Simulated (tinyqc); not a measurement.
# Landau coefficient from the swing

Inverse problem. Below threshold and near Q = 0, a ferroelectric film of thickness tf changes the swing n Vt ln 10 by the factor 1 + 2 al tf Cp, and al = -3 sqrt(3) Ec/(4 Pr) (1 nm times 1 kV/cm is 1e-4 V). Find n, al and Pr.

Values chosen for this exercise:
```
symbol  value     unit                            meaning
T         300        K                        temperature
Ec       1500    kV/cm                     coercive field
Cp       1.18  uF/cm^2  overlap capacitance per gate area
```

Constants: q = 1.602176634e-19 C, kB = 1.380649e-23 J/K, Vt = kB T/q. Results are converted to the units shown.

swing without the film and with tf = 5 nm (mV/decade): [69.645922, 60.226117]

Solution. The first swing gives n, the ratio of the two gives al, and Ec then gives Pr.

n = 1.17
al = -115 kV cm/uC
Pr = 17.0 uC/cm^2

Computed by the program tinyqc: `OMP_NUM_THREADS=1 python tinyqc.py 2860025 2860026 out.jsonl`, one thread of a shared Intel Xeon 2.30GHz, about 0.02 s for the whole run.
